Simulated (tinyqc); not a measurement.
# Floating body of a partially depleted SOI transistor: body voltage and kink: effects of single changes

Source at 0 V. Channel current Ic = 2 nf K Vt^2 [F(0) - F(Vd)](1 + la Vd), F(V) = ln^2(1 + exp((Vg - VT - nf V)/(2 nf Vt))), VT = VT0 - gb Vb. Saturation voltage Vs = 2 Vt sqrt(F(0)) + 3 Vt, excess Ve = (Vd - Vs + sqrt((Vd - Vs)^2 + 0.0004 V^2))/2, multiplication M1 = Ai Ve exp(-Bl/Ve). Each junction passes D(v) = J1 (exp(v/Vt) - 1) + J2 (exp(v/(2 Vt)) - 1). Bipolar current Ib = bb J1 (exp(Vb/Vt) - 1). The body settles where M1 (Ic + Ib) = D(Vb) + D(Vb - Vd) + Vb/Rb; drain current Id = (1 + M1)(Ic + Ib) - D(Vb - Vd).

Values chosen for this exercise; values of the order met in partially depleted silicon-on-insulator transistors: temperature T = 300 K; threshold at zero body voltage VT0 = 0.33 V; fall of the threshold per volt of body voltage gb = 0.34; slope factor nf = 1.35; gain factor per width K = 200 uA/(V^2 um); channel-length modulation factor la = 0.05 1/V; impact-ionisation prefactor Ai = 2.34 1/V; impact-ionisation voltage Bl = 7.6 V; diffusion saturation current of each junction J1 = 9.7e-12 uA/um; recombination saturation current of each junction J2 = 7.2e-9 uA/um; gain of the lateral bipolar transistor on the diffusion current bb = 0.5; resistance of a weak body tie to the source (1e9 stands for no tie, and the term is then dropped) Rb = 1e9 kohm um; gate voltage Vg = 0.24 V; drain voltage Vd = 2.1 V.

Constants: q = 1.602176634e-19 C, kB = 1.380649e-23 J/K, Vt = kB T/q. Results are converted to the units shown.

Each table varies one quantity; the others keep the values above.

## Output curve and kink

Rows with more than one solution for Vb (latch) are left out; dId/dVd by a forward difference over 1e-4 V, swing = 1e-4 V over the change of log10 Id; M1 under 1e-12 is printed as 0.

Output curve and kink:
```
Vd (V)  Vb (V)        M1  Id, floating (uA/um)  Id, grounded (uA/um)  ratio  dId/dVd, floating (uS/um)  dId/dVd, grounded (uS/um)
0.8     0.3199  2.201e-5                0.2627               0.02222  11.82                      1.367                   0.001082
1       0.4235  3.023e-4                0.5039               0.02244  22.45                      1.080                   0.001184
1.2     0.4814  0.001801                0.7033               0.02271  30.97                     0.9260                   0.001513
1.4     0.5211  0.006502                0.8785               0.02307  38.08                     0.8363                   0.002178
1.6     0.5506   0.01713                 1.042               0.02360  44.16                     0.8122                   0.003216
1.8     0.5737   0.03656                 1.208               0.02438  49.56                     0.8589                   0.004602
2       0.5925   0.06738                 1.391               0.02546  54.62                     0.9803                   0.006277
2.2     0.6083    0.1116                 1.606               0.02690  59.68                      1.183                   0.008175
```

What does the comparison show?

Vb rises from 0.320 to 0.608 V and the ratio of the currents rises from 11.8 to 59.7. The output conductance with a floating body exceeds the grounded value by the largest factor among the rows, 1260, at Vd = 0.8 V, where Vb = 0.320 V and M1 = 2.20e-5.

## Transfer curve and swing

Same model as above.

Results:
columns A: Vg (V); B: Vb (V); C: M1; D: Id, floating (uA/um); E: Id, grounded (uA/um); F: ratio; G: swing, floating (mV/decade); H: swing, grounded (mV/decade)
```
A           B        C         D         E      F      G      H
-0.12  0.2649   0.1104  1.477e-5  1.118e-6  13.21  46.23  80.95
-0.02  0.4138   0.1098  0.001096  1.941e-5  56.46  59.55  80.66
0.08   0.5099   0.1066   0.03856  3.336e-4  115.6  72.36  81.48
0.18   0.5761  0.09659    0.5306  0.005379  98.63  113.3  84.93
0.28   0.6124  0.08147     2.515   0.06974  36.06  196.7  97.64
0.38   0.6317  0.06640     6.404    0.5426  11.80  307.4  134.1
0.48   0.6426  0.05312     12.05     2.204  5.466  429.2  205.2
0.68   0.6521  0.03227     28.07     10.61  2.646  678.5  414.7
```

Estimate the missing row, Vg = 0.58 V.

Computed row:
columns A: Vg (V); B: Vb (V); C: M1; D: Id, floating (uA/um); E: Id, grounded (uA/um); F: ratio; G: swing, floating (mV/decade); H: swing, grounded (mV/decade)
```
A          B        C      D      E      F      G      H
0.58  0.6489  0.04179  19.30  5.550  3.477  553.9  303.2
```

With this row back in the table: Vb rises from 0.265 to 0.652 V. The smallest swing among the rows is 46.2 mV a decade with a floating body (at Vg = -0.12 V) and 80.7 with a grounded one; Vt ln 10 = 59.5. The floating swing is smaller by more than 3 % for Vg = -0.12, -0.02, 0.08 V, where the rising Vb lowers the threshold as Vg rises. In the first row the floating body raises the current by a factor of 13.2.

Range of the model: The multiplication law is an empirical form chosen for the exercise; self-heating and capacitive coupling to the body are left out, and the linear laws are rough once Vb passes about 0.7 V or M1 about 0.1.

Program tinyqc, `OMP_NUM_THREADS=1 python tinyqc.py 2182172 2182173 out.jsonl`; Intel Xeon 2.30GHz, shared host, one thread, about 0.2 s.
